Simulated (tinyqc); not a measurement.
From results back to parameters: thin-film optics by transfer matrices. Four cases, with inputs chosen for the exercise.

Problem. A bare substrate in air: with rho = tan(Psi) exp(i Delta), Delta = 180 degrees at small angles on a dielectric, conj(eps) = sin^2(theta) [1 + tan^2(theta) ((1 - rho)/(1 + rho))^2], and n + i k = sqrt(eps).

Find: rho; eps; n; k.

Method. Form rho, insert it, conjugate, and take the root with k >= 0.

Case 1.

Values chosen (out of a larger set: indices near those of resist, ARC on Si; not measured data): lam = 193 nm (vacuum wavelength); theta_e = 60 degrees (angle of the ellipsometer).

Psi = 38.1776 degrees
Delta = 126.9335 degrees

Solution.

rho = -0.4725+0.6285i
eps = -6.37+4.76i
n = 0.890
k = 2.676

Case 2.

Values chosen (out of a larger set: indices near those of HfO2, SiO2 on Si; not measured data): lam = 633 nm (vacuum wavelength); theta_e = 75 degrees (angle of the ellipsometer).

Psi = 1.5353 degrees
Delta = 173.9020 degrees

Solution.

rho = -0.0267+0.0028i
eps = 15.39+0.16i
n = 3.923
k = 0.021

Case 3.

Values chosen (out of a larger set: indices near those of HfO2, SiO2 on Si; not measured data): lam = 365 nm (vacuum wavelength); theta_e = 70 degrees (angle of the ellipsometer).

Psi = 26.7266 degrees
Delta = 162.1640 degrees

Solution.

rho = -0.4793+0.1542i
eps = 36.30+35.30i
n = 6.593
k = 2.677

Case 4.

Values chosen (out of a larger set: indices near those of resist, ARC on polySi; not measured data): lam = 633 nm (vacuum wavelength); theta_e = 70 degrees (angle of the ellipsometer).

Psi = 10.6873 degrees
Delta = 178.3246 degrees

Solution.

rho = -0.1886+0.0055i
eps = 15.18+0.33i
n = 3.897
k = 0.042

Computed by tinyqc, one run a case: `OMP_NUM_THREADS=1 python tinyqc.py N N+1 out.jsonl` with N = 1651403, 1651411, 1651461, 1651503; one thread of a shared Intel(R) Xeon(R) Processor @ 2.30GHz, about 0.01 s a run at most.
